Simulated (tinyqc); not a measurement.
Electron continuity equation in a given potential, Scharfetter-Gummel discretisation: one step of the calculation.

Steady state in one dimension: J = q mu n E + q D dn/dx with E = -dpsi/dx and D = mu Vt, dJ/dx = q (n/tau - G), fixed densities nL and nR at the ends. The potential is given, psi = U x/L - Ub exp(-((x/L - xb)/sb)^2), and is not changed by the electrons.

Question. Densities and current. B(d_i) and B(-d_i) are the Bernoulli factors of the potential steps, b and f the diagonal and right side. Solve B(-d_(i-1)) n_(i-1) + b_i n_i + B(d_i) n_(i+1) = f_i (end values already in f), then J_i = (q D/h) [n_(i+1) B(d_i) - n_i B(-d_i)], h = L/12, D = mu Vt.

Values chosen for this exercise; mobility close to that of silicon at room temperature: temperature T = 250 K; electron mobility mu = 1360 cm^2/(V s); length of the region L = 16 um; density at x = 0 nL = 3.6e14 cm^-3; density at x = L nR = 3.4e13 cm^-3.

Constants: q = 1.602176634e-19 C, kB = 1.380649e-23 J/K, Vt = kB T/q. Results are converted to the units shown.

```
interval        B(d_i)     B(-d_i)
0           0.19348320   2.9011576
1           0.19362952   2.9002273
2           0.19574423   2.8868601
3           0.21468852   2.7732899
4           0.33295183   2.2385276
5           0.90463755   1.1018397
6            1.9597749  0.42040245
7            1.0907444  0.91443381
8          0.058813026   4.3660677
9         0.0064648248   6.9927128
10         0.016163672   5.9193853
11         0.078379638   4.0144781
```

```
node  diagonal b  right side f (cm^-3)
1     -3.1120975         -1.0444167e15
2     -3.0988766                     0
3     -2.9874211                     0
4     -2.4716032                     0
5     -1.4531786                     0
6     -1.3434270                     0
7     -2.8925957                     0
8     -5.4751991                     0
9     -7.0699128                     0
10    -5.9442372                     0
11    -4.0490288         -2.6649077e12
```

Find: n; J.

Answer.

n, node 0 to 12 (cm^-3): 3.600e14  3.582e14  3.632e14  4.425e14  1.274e15  5.772e15  6.119e15  9.496e14  1.597e14  9.870e13  1.166e14  1.711e14  3.400e13
J, interval 0 to 11 (A/cm^2): -34.33  -34.10  -33.86  -33.58  -32.75  -29.02  -25.05  -24.44  -24.34  -24.27  -24.20  -24.09

tinyqc, about 0.01 s, one thread, Intel Xeon 2.30GHz (shared host): `OMP_NUM_THREADS=1 python tinyqc.py 2220020 2220021 out.jsonl`
